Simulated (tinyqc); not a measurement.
Alloy A(1-x)B(x) by interpolation with bowing, step by step. Values are carried at full precision from step to step, so a last printed digit may differ when a step is redone from the rounded ones.

Each gap follows E(x) = (1 - x) E_A + x E_B - C x (1 - x); the lattice constant follows Vegard, a(x) = (1 - x) a_A + x a_B.

Constants: hc = 1239.841984 eV nm; kB = 8.617333262e-05 eV/K.

Inputs chosen for the exercise (A near GaAs, B near GaP; not measured data):
- a = (5.646, 5.447) angstrom (lattice constant of A, B)
- x = 0.27 (fraction of B)
- Eg = (1.526, 2.863) eV (gap at Gamma to the s-like level of A, B)
- EgX = (1.99, 2.341) eV (gap to the lowest valley along Gamma-X of A, B)
- EgL = (1.805, 2.751) eV (gap to L of A, B)
- C = (0.218, 0.239, 0.198) eV (bowing of the Gamma, X and L gaps)
- Dso = (0.339, 0.079) eV (spin-orbit splitting of A, B)
- Ep = (25.3, 31.4) eV (Kane energy of A, B)
- me = (0.0666, 0.1283) m0 (electron mass at Gamma of A, B)
- Cs = 0 eV (bowing of Dso)
- md = (0.0784, 1, 0.54) m0 (density-of-states masses of Gamma, all X and all L valleys)
- T = 300 K (temperature)

## Gaps and lattice constant at x

Also give the wavelength hc/E of the lowest gap.

a(x) = 5.5923 angstrom

linear parts (eV): Gamma 1.8870, X 2.0848, L 2.0604

bowing terms C x (1 - x) (eV): Gamma 0.0430, X 0.0471, L 0.0390

gaps (eV): Gamma 1.8440, X 2.0377, L 2.0214

wavelength of the lowest gap = 672.4 nm

The lowest valley is Gamma, so the gap is direct; the next, L, lies 177 meV higher.

## Where the valleys cross

The difference of two gaps is a quadratic q2 x^2 + q1 x + q0 with q2 = C_i - C_j, q1 = (E_B - E_A - C)_i - (E_B - E_A - C)_j, q0 = E_A,i - E_A,j; give its roots between 0 and 1 (a dash: none).

Crossings:
```
pair         q2      q1      q0  first root  second root
Gamma-X  -0.021   1.007  -0.464      0.4653            -
Gamma-L   0.020   0.371  -0.279      0.7238            -
X-L       0.041  -0.636   0.185      0.2965            -
```

The lowest valley changes at x = 0.465 (Gamma to X, gap 2.094 eV). The other crossings lie above the lowest valley.

## Electron mass of the alloy

Mass at Gamma from the Kane formula 1/m = F + Ep (Eg + 2 Dso/3)/(Eg (Eg + Dso)). F is fixed by the masses of A and B and interpolated linearly, as is Ep; Eg and Dso carry their bowing.

Compare with the linear interpolation of the masses.

F of A, B: [-0.5597, -3.0751]

Ep, Eg, Dso at x (eV): [26.9470, 1.8440, 0.2688]

m(x) from the Kane formula = 0.0784 m0
m(x) linear = 0.0833 m0

The Kane value lies 5.8 % below the linear one.

## Shares of the electrons in the valleys

Non-degenerate: n_i proportional to md_i^(3/2) exp(-E_i/kT).

md^(3/2): Gamma 0.0220, X 1.0000, L 0.3968

(E - E_min)/kT: Gamma 0.00, X 7.49, L 6.86

shares: Gamma 0.958, X 0.024, L 0.018

Gamma holds most electrons (95.8 %).

## Checks

- The Gamma and X gaps at their crossing x = 0.4653 (eV): both 2.0939.
- The Gamma and L gaps at their crossing x = 0.7238 (eV): both 2.4501.
- The X and L gaps at their crossing x = 0.2965 (eV): both 2.0442.

tinyqc: `OMP_NUM_THREADS=1 python tinyqc.py 1080087 1080088 out.jsonl`; about 0.01 s, one thread, shared Intel(R) Xeon(R) Processor @ 2.30GHz.
